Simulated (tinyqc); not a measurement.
Pariser-Parr-Pople SCF with singles CI, for the molecule O=c1cc(F)cccc1Cl (SMILES; centres numbered as the heavy atoms are written), step by step. One step of it, computed by the program tinyqc.

Question. Iteration 2: orbitals and new P. Diagonalise F (the basis is taken as orthonormal) and form P = 2 sum c c over the lowest orbitals; 0.3 of the old P is kept.

F (eV), lower triangle:
```
,1O,2C,3C,4C,5F,6C,7C,8C,9C,10Cl
1O,-8.212292
2C,-4.438936,-4.696002
3C,0.578074,-3.698936,-5.451778
4C,0.302911,-0.208090,-4.095691,-6.014729
5F,-0.147127,0.141553,0.480158,-3.252410,-19.027144
6C,-0.230227,0.192847,-0.017319,-3.729404,0.274635,-6.014034
7C,-0.135691,0.183232,0.387822,-0.126048,0.170958,-4.249975,-5.788827
8C,0.348836,-0.160985,0.101028,0.272647,-0.132921,0.107507,-3.895410,-5.976454
9C,0.160778,-3.436060,-0.348865,0.148745,-0.083846,0.457814,-0.139019,-4.160428,-5.851704
10Cl,0.093490,0.101338,0.258309,-0.069136,0.050250,-0.255888,0.193507,0.485536,-2.744989,-13.423413
```

pi electrons, sum of z_r less the charge = 12

P after iteration 1, lower triangle:
```
,1O,2C,3C,4C,5F,6C,7C,8C,9C,10Cl
1O,1.517704
2C,0.689149,0.864245
3C,-0.278227,0.512190,1.104764
4C,-0.202584,0.110285,0.660578,0.932728
5F,0.112372,-0.090555,-0.217127,0.381707,1.813077
6C,0.179566,-0.118895,0.009181,0.523583,-0.124220,1.073912
7C,0.105835,-0.112974,-0.239153,0.066810,-0.109377,0.718210,0.936356
8C,-0.233279,0.085320,-0.062297,-0.168104,0.099816,-0.056983,0.585774,1.060897
9C,-0.077362,0.413699,0.184911,-0.091699,0.062956,-0.282251,0.073692,0.684803,0.929771
10Cl,-0.047217,-0.050167,-0.176326,0.054871,-0.046847,0.203082,-0.132075,-0.240303,0.430461,1.766547
```

Give: orbital energies; P after iteration 2.

Answer.

orbital energies (eV): -19.844  -14.714  -13.060  -11.887  -10.754  -8.724  -2.698  -2.011  1.206  2.030

P after iteration 2, lower triangle:
```
,1O,2C,3C,4C,5F,6C,7C,8C,9C,10Cl
1O,1.543
2C,0.691,0.827
3C,-0.241,0.491,1.031
4C,-0.217,0.131,0.707,0.920
5F,0.075,-0.062,-0.170,0.273,1.910
6C,0.175,-0.127,0.025,0.535,-0.103,1.034
7C,0.119,-0.127,-0.276,0.074,-0.063,0.728,0.933
8C,-0.234,0.102,-0.071,-0.180,0.066,-0.020,0.572,1.023
9C,-0.096,0.421,0.228,-0.099,0.041,-0.304,0.083,0.717,0.909
10Cl,-0.016,-0.056,-0.137,0.041,-0.021,0.150,-0.087,-0.204,0.336,1.870
```
